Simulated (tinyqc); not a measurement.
## LED efficiency against current

ABC model of an LED: J = q da (A n + Ba n^2 + Ca n^3), IQE = Ba n^2/(A n + Ba n^2 + Ca n^3), differential lifetime 1/(A + 2 Ba n + 3 Ca n^2).

Parameters, values chosen for the exercise: defect coefficient of the active layer A = 1e6 1/s; radiative coefficient of the active layer Ba = 4e-10 cm^3/s; Auger coefficient of the active layer Ca = 9.3e-31 cm^6/s; thickness of the active layer da = 97 nm.

Constants: q = 1.602176634e-19 C. Results are converted to the units shown.

Result of one run:
```
n (cm^-3)  IQE (%)  defect share (%)  Auger share (%)  differential lifetime (ns)
8.876e18     97.95           0.02759            2.021                      0.1366
```

Which current density J gave this result: 40, 200, 700, 3000 or 50000 A/cm^2?

J = 50000 A/cm^2.

The whole series:
```
J (A/cm^2)  n (cm^-3)  IQE (%)  defect share (%)  Auger share (%)  differential lifetime (ns)
2            5.548e16    95.68             4.311          0.01234                       22.03
9            1.191e17    97.92             2.056          0.02711                       10.39
40           2.523e17    98.96            0.9804          0.05806                       4.925
200          5.656e17    99.43            0.4395           0.1307                       2.201
700          1.059e18    99.52            0.2350           0.2449                       1.175
3000         2.190e18    99.38            0.1134           0.5060                      0.5661
10000        3.991e18    99.02           0.06203           0.9188                      0.3088
50000        8.876e18    97.95           0.02759            2.021                      0.1366
2e5          1.758e19    96.06           0.01366            3.926                     0.06699
```

The IQE goes from 95.7 through a maximum of 99.5 (at J = 700 A/cm^2 among the rows listed) to 96.1 %. The exact peak, Q/(Q + 2) = 99.5 % with Q = Ba/sqrt(A Ca) = 415, lies at n = sqrt(A/Ca) = 1.04e18 cm^-3, J = 672 A/cm^2, where the defect and Auger shares are equal. n goes as J^(0.51) at the low end and J^(0.49) at the high end.

Numbers from tinyqc (`OMP_NUM_THREADS=1 python tinyqc.py 2300139 2300140 out.jsonl`; about 0.01 s on one thread of a shared Intel Xeon 2.30GHz).
